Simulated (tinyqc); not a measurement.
# Switching power and leakage at the onset of runaway

Problem. T = T0 + Rth P(T), P(T) = Pd + Pl (T/300 K)^2 exp[(q Ea/kB)(1/(300 K) - 1/T)]. At the onset of runaway the loop gain Rth dP/dT equals one as well. Find Pd and the critical Pl.

Values chosen for this exercise: ambient temperature T0 = 360 K; activation energy of the leakage Ea = 0.58 eV; thermal resistance Rth = 0.59 K/W.

Constants: q = 1.602176634e-19 C, kB = 1.380649e-23 J/K. Results are converted to the units shown.

temperature at the onset of runaway = 398.17318 K

Answer. With s = 2/T + q Ea/(kB T^2), unit gain means Rth (P - Pd) = 1/s; the heat balance then gives Pd, and the leakage term Pl.

Pd = 29.00 W
critical Pl = 0.08024 W

Numbers from tinyqc (`OMP_NUM_THREADS=1 python tinyqc.py 2520102 2520103 out.jsonl`; about 0.01 s on one thread of a shared Intel Xeon 2.30GHz).
